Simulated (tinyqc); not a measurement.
Comparisons within one model: four-band model of biased bilayer graphene near K. A value that a table varies takes the place of the one given here.

Basis A1, B1, A2, B2, with B1 below A2; p = kx + i ky, v_j = (sqrt3/2) a g_j. Diagonal -U/2, -U/2, U/2, U/2; <A1|B1> = <A2|B2> = v0 p*, <B1|A2> = g1, <A1|B2> = v3 p, <A1|A2> = <B1|B2> = -v4 p*.

Inputs chosen for the exercise (near those used for Bernal bilayer graphene; not measured data):

| symbol | value | unit | meaning |
|---|---|---|---|
| a | 2.46 | angstrom | lattice constant |
| g0 | 3.19 | eV | hopping in a layer |
| g1 | 0.379 | eV | hopping of the dimer sites |
| g3 | 0.33 | eV | skew hopping A1-B2 |
| g4 | 0.06 | eV | skew hopping A1-A2 |
| U | 0.39 | eV | potential difference of the layers |
| k | (-0.015, 0.012) | 1/angstrom | wave vector from K |

## Gap against bias

Closed form for g3 = g4 = 0: gap U g1/sqrt(U^2 + g1^2), ring radius as (U/2 v0) sqrt((2 g1^2 + U^2)/(g1^2 + U^2)). Last column: lowest band 3 less highest band 2 of the full matrix on a polar grid, |k| = 0 to 0.08 in steps of 0.001 1/angstrom, angles 0, 15, 30, 45, 60 degrees.

Gap:

| U (eV) | gap (eV) | kg (1/angstrom) | gap/U | gap on the grid (eV) |
|---|---|---|---|---|
| 0.02 | 0.0200 | 0.0021 | 0.999 | 0.0195 |
| 0.05 | 0.0496 | 0.0052 | 0.991 | 0.0479 |
| 0.10 | 0.0967 | 0.0102 | 0.967 | 0.0919 |
| 0.15 | 0.1395 | 0.0151 | 0.930 | 0.1308 |
| 0.20 | 0.1769 | 0.0196 | 0.884 | 0.1639 |
| 0.30 | 0.2352 | 0.0280 | 0.784 | 0.2141 |
| 0.40 | 0.2751 | 0.0357 | 0.688 | 0.2472 |
| 0.60 | 0.3204 | 0.0500 | 0.534 | 0.2813 |

What does this show?

The gap follows U while U << g1 (ratio 0.991 at 0.05 eV) and bends towards g1 = 0.379 eV, reaching 0.320 eV at 0.6. The skew hoppings change it by -4.8 meV at U = 0.1 and -27.9 meV at 0.4 eV. U is the screened difference, smaller than the applied field times the layer distance.

## From parabola to cone

U = 0, along kx. Parabola: v0^2 k^2/g1. Hyperbola: sqrt(g1^2/4 + v0^2 k^2) - g1/2. Then bands 3 and 2 of the full matrix for +kx and band 3 for -kx.

Energies (eV):

| k (1/angstrom) | parabola | hyperbola | band 3, +kx | band 2, +kx | band 3, -kx |
|---|---|---|---|---|---|
| 0.002 | 0.0005 | 0.0005 | 0.0009 | -0.0009 | 0.0019 |
| 0.005 | 0.0030 | 0.0030 | 0.0006 | -0.0004 | 0.0066 |
| 0.010 | 0.0122 | 0.0118 | 0.0054 | -0.0046 | 0.0191 |
| 0.020 | 0.0487 | 0.0437 | 0.0325 | -0.0295 | 0.0579 |
| 0.030 | 0.1097 | 0.0888 | 0.0741 | -0.0684 | 0.1094 |
| 0.050 | 0.3047 | 0.1996 | 0.1795 | -0.1681 | 0.2315 |
| 0.080 | 0.7799 | 0.3863 | 0.3593 | -0.3397 | 0.4337 |
| 0.120 | 1.7548 | 0.6478 | 0.6121 | -0.5820 | 0.7152 |

What does this show?

The parabola is 3 % above the hyperbola at 0.01 and a factor 2.71 at 0.12 1/angstrom, where the slope nears v0. g3 makes +kx and -kx differ, by 35.3 meV at 0.03, and g4 makes electrons and holes differ, |band 3| - |band 2| = +5.8 meV there. Without bias the bands touch in four small cones, one at K and three at k = g1 v3/v0^2 = 0.0058 1/angstrom from it; their pockets join near g1 (g3/g0)^2/4 = 1.0 meV.

## What each parameter does

The four levels at k. Each row changes one parameter from the base and keeps the others.

Results:

| case | band 1 (eV) | band 2 (eV) | band 3 (eV) | band 4 (eV) |
|---|---|---|---|---|
| base | -0.4790 | -0.1590 | 0.1614 | 0.4766 |
| g0 = 3.349 eV | -0.4835 | -0.1564 | 0.1589 | 0.4810 |
| g1 = 0.4169 eV | -0.5080 | -0.1640 | 0.1663 | 0.5056 |
| g3 = 0.43 eV | -0.4792 | -0.1589 | 0.1614 | 0.4767 |
| g4 = 0.11 eV | -0.4801 | -0.1580 | 0.1625 | 0.4756 |
| U = 0.44 eV | -0.4932 | -0.1794 | 0.1818 | 0.4909 |

What does this show?

The largest shifts from the base row, up to three for each result and ties (the steps differ in size, so this ranks the rows, not the parameters). band 1 (eV): g1 -0.0290, U -0.0142, g0 -0.0045. band 2 (eV): U -0.0204, g1 -0.0050, g0 +0.0026. band 3 (eV): U +0.0203, g1 +0.0049, g0 -0.0025; unchanged at the printed digits by g3. band 4 (eV): g1 +0.0290, U +0.0143, g0 +0.0044. Only g4 breaks the mirror symmetry between the upper and lower bands.

Run: tinyqc, `OMP_NUM_THREADS=1 python tinyqc.py 1452404 1452405 out.jsonl`; Intel(R) Xeon(R) Processor @ 2.30GHz, one thread, shared host; about 0.06 s of CPU time with all checks.
